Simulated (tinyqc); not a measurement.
One-dimensional ballistic tunnel FET, two-band WKB: two steps of the calculation.

A p-type source for x < 0 with its Fermi level at 0 and its valence edge at ds; in the channel the bands fall as D exp(-x/lam) towards their flat values, with the conduction edge at Ec = ds - dP and D = dP + Eg. The gate moves dP one to one. The drain Fermi level lies at -Vd and the drain side reflects nothing. For w = E - Ec between 0 and dP an electron crosses the gap. Two-band dispersion with equal masses m: inside the gap kappa = sqrt(m u (1 - u/Eg)/C), u the distance from a band edge, C = hbar^2/(2 m0).

Parameters, values chosen for the exercise; band and dielectric values close to those of indium phosphide:
```
symbol,value,unit,meaning
Eg,1.33,eV,band gap
m,0.077,m0,band-edge mass of the two-band model
lam,3.9,nm,screening length of the source junction
dP,0.38,eV,tunnelling window Ev(source) - Ec(channel)
w0,0.27,eV,energy above the channel conduction edge
nc,8,,cells of the path
```

Constants: q = 1.602176634e-19 C, hbar = 1.054571817e-34 J s, m0 = 9.1093837015e-31 kg, hbar^2/(2 m0) = 0.0380998212 eV nm^2. Results are converted to the units shown.

Problem 1. The path through the gap by the midpoint rule. At w = w0 the path runs from xa = lam ln(D/(w + Eg)) to xb = lam ln(D/w); u(x) = w + Eg - D exp(-x/lam) is the height above the valence edge. Cut it into nc equal cells: S = 2 (cell width) times the sum of kappa at the centres.

Wanted: xa; xb; x; u; kappa; S.

Solution 1.

xa = 0.25931 nm
xb = 7.1987 nm
x, cell 0 to 7 (nm): [0.6930, 1.5605, 2.4279, 3.2953, 4.1627, 5.0302, 5.8976, 6.7650]
u, cell 0 to 7 (eV): [0.1684, 0.4539, 0.6824, 0.8654, 1.0119, 1.1292, 1.2231, 1.2982]
kappa, cell 0 to 7 (1/nm): [0.54520, 0.77734, 0.81946, 0.78163, 0.69937, 0.58700, 0.44578, 0.25031]
S = 8.5114

Problem 2. The exponent in closed form. S(w) = 2 lam int_0^Eg kappa(u) du/(w + Eg - u) = 2 pi lam sqrt(m/(C Eg)) [w + Eg/2 - sqrt(w (w + Eg))], T(w) = exp(-S). The common triangular estimate is S = (4/3) lam sqrt(m/C) Eg^1.5/(dP + Eg) for all w.

Wanted: S(w0); T(w0); triangular S.

Solution 2.

S(w0) = 8.389
T(w0) = 2.273e-4
triangular S = 6.631

Program tinyqc, `OMP_NUM_THREADS=1 python tinyqc.py 2620122 2620123 out.jsonl`; Intel Xeon 2.30GHz, shared host, one thread, about 0.01 s.
